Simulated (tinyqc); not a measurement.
What moves the results: quantum-confined Stark effect in a modulator well. A value that a table varies takes the place of the one given here.

Envelopes on cells of 0.5 angstrom over the well |z| < L/2 and 45 angstrom of barrier on each side, psi = 0 beyond, psi'/m continuous (mean mass between points), c = hbar^2/2m0. The electron sees + e F z and the hole - e F z, each with its offset in the barriers; 1 kV/cm = 1e-5 eV/angstrom. Light holes, band mixing and escape by tunnelling are left out.

Exciton: in-plane function exp(-rho/lam), 1/mu = 1/me + 1/mp, E(lam) = c/(mu lam^2) - (q/eps) times the integral over k of Fm(k)(1 + (k lam/2)^2)^(-3/2), Fm(k) the double integral of psi_e^2 psi_h^2 exp(-k |z - z'|), q = e^2/(4 pi eps0); binding Eb = -E at the minimum. Line at Eg + E_e + E_h - Eb, strength proportional to overlap^2/lam^2.

Constants: hbar^2/2m0 = 3.80998211 eV angstrom^2; e^2/(4 pi eps0) = 14.39964547 eV angstrom; hc = 1239.841984 eV nm.

Values chosen for the exercise (near those of a GaAs well in AlGaAs; the results hold for these values, not for the real material): L = 96 angstrom (well width); Vc = 0.242 eV (conduction offset); Vv = 0.138 eV (heavy-hole offset); me = 0.0669 m0 (electron, well); meb = 0.094 m0 (electron, barrier); mh = 0.35 m0 (heavy hole along z, well); mhb = 0.391 m0 (heavy hole, barrier); Eg = 1.403 eV (gap of the well); mp = 0.155 m0 (heavy hole in the plane); eps = 12.6 (dielectric constant); Fs = (0, 19, 38, 57, 78, 101, 126) kV/cm (fields); Ls = (56, 74, 92, 112, 136, 164) angstrom (widths); F_L = 71 kV/cm (field for this table); F = 71 kV/cm (field).

## Raising the field

All quantities anew; shifts from zero field.

Results:
```
F (kV/cm)  dE_e (meV)  dE_h (meV)  Eb (meV)  line shift (meV)  overlap^2  relative strength
0                0.00        0.00      8.68              0.00      0.984              1.000
19              -0.23       -0.64      8.58             -0.77      0.944              0.942
38              -0.90       -2.49      8.32             -3.03      0.842              0.800
57              -2.01       -5.31      8.00             -6.65      0.714              0.637
78              -3.73       -9.32      7.63            -12.01      0.576              0.476
101             -6.19      -14.51      7.26            -19.28      0.445              0.338
126             -9.50      -20.88      6.90            -28.60      0.330              0.231
```

The line shift grows with exponent 1.98 in F at low field and 1.78 at the end, as the carriers come up against opposite walls and the dipole begins to saturate. The hole gives 74 % of the level shift in the second row and 69 % in the last. The largest shift is 3.3 times the zero-field binding, yet 80 % of the binding survives, since the walls stop the field from pulling the pair apart. Half the strength is gone between 57 and 78 kV/cm.

## Width of the well

Zero-field line, its shift at F_L and the relative strength.

Results:
```
L (angstrom)  line at F = 0 (nm)  Eb (meV)  shift (meV)  relative strength  shift x strength (meV)
56                         839.1      9.77        -2.56              0.921                    2.35
74                         853.8      9.24        -5.07              0.789                    4.00
92                         862.8      8.77        -9.00              0.578                    5.20
112                        869.2      8.31       -15.08              0.331                    5.00
136                        874.0      7.84       -24.54              0.131                    3.22
164                        877.5      7.36       -38.10              0.033                    1.27
```

The shift grows with exponent 2.45 in L over the first two rows and 2.35 over the last two, against 4 for hard walls at second order; leakage lowers it in narrow wells and saturation in wide ones. The strength falls from 0.92 to 0.03, and the product of the two is largest at 92 angstrom.

## What each parameter does

Zero-field line, shift at F, overlap^2 and Eb at F. Each row changes one parameter from the base and keeps the others.

Results:
```
case             line (nm)  shift (meV)  overlap^2  Eb (meV)
base                 864.3       -10.07      0.620      7.75
L = 86 angstrom      860.2        -7.52      0.725      8.27
F = 57 kV/cm         864.3        -6.65      0.714      8.00
Vc = 0.194 eV        865.4       -10.47      0.602      7.65
Vv = 0.173 eV        864.1        -9.60      0.638      7.83
me = 0.0769 m0       866.0       -10.01      0.611      8.22
mh = 0.297 m0        863.7        -9.80      0.646      7.77
eps = 11.3           865.3        -9.85      0.620      9.23
```

The largest shifts from the base row, up to three for each result and ties (the steps differ in size, so this ranks the rows, not the parameters). line (nm): L -4.1, me +1.7, Vc +1.1; unchanged at the printed digits by F. shift (meV): F +3.43, L +2.55, Vv +0.47. overlap^2: L +0.105, F +0.094, mh +0.025; unchanged at the printed digits by eps. Eb (meV): eps +1.47, L +0.52, me +0.46.

Program tinyqc; command `OMP_NUM_THREADS=1 python tinyqc.py 1281595 1281596 out.jsonl`; about 0.2 s on one thread of a shared Intel(R) Xeon(R) Processor @ 2.30GHz.
